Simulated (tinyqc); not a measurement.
Capacitance measurement on a leaky thin oxide: effects of series resistance and leakage: two steps of the calculation.

The device is a capacitance C in parallel with a leakage conductance G, in series with Rs and Ls. An impedance meter reports either a parallel pair (Cp, Gp) from Y = 1/Z = Gp + i w Cp or a series pair (Cs, Rm) from Z = Rm + 1/(i w Cs); w = 2 pi f, dissipation D = Gp/(w |Cp|).

Values chosen for this exercise; values of the order met in thin-oxide MOS capacitors: relative permittivity of the gate insulator (close to aluminium oxide) eox = 8.74; insulator thickness tox = 5.4 nm; gate area A = 400 um^2; oxide-equivalent thickness added by the accumulation layer zc = 0.38 nm; oxide-equivalent thickness added by gate depletion zp = 0.33 nm; gate leakage current density, not matched to the thickness Jg = 0.13 A/cm^2; voltage for an e-fold rise of the leakage Vs = 0.43 V; series resistance Rs = 52 ohm; series inductance Ls = 0 nH; measuring frequency f = 1e6 Hz.

Constants: eps0 = 8.8541878128e-14 F/cm where lengths are in cm. Results are converted to the units shown.

Question 1. True capacitance and conductance. EOT = 3.9 tox/eox; CET = EOT + zc + zp; C = 3.9 eps0 A/CET; G = Jg A/Vs.

Find: EOT; CET; C; G.

Answer 1.

EOT = 2.4096 nm
CET = 3.1196 nm
C = 4.4276 pF
G = 1.2093 uS

Question 2. What the meter reports. Z = Rs + i w Ls + 1/(G + i w C).

C = 4.4276460 pF
G = 1.2093023 uS

Give: Z; Cp; Gp; Cs; D.

Answer 2.

Z = (0.1612-3.5878i) x 1e4 ohm
Cp = 4.4271 pF
Gp = 1.2495 uS
Cs = 4.4360 pF
D = 0.044919

Cp is 0.013 % below C and Cs is 0.19 % above it; G Rs = 6.29e-5, w C Rs = 0.00145 and G/(w C) = 0.0435.

Program tinyqc, `OMP_NUM_THREADS=1 python tinyqc.py 2022094 2022095 out.jsonl`; Intel Xeon 2.30GHz, shared host, one thread, about 0.01 s.
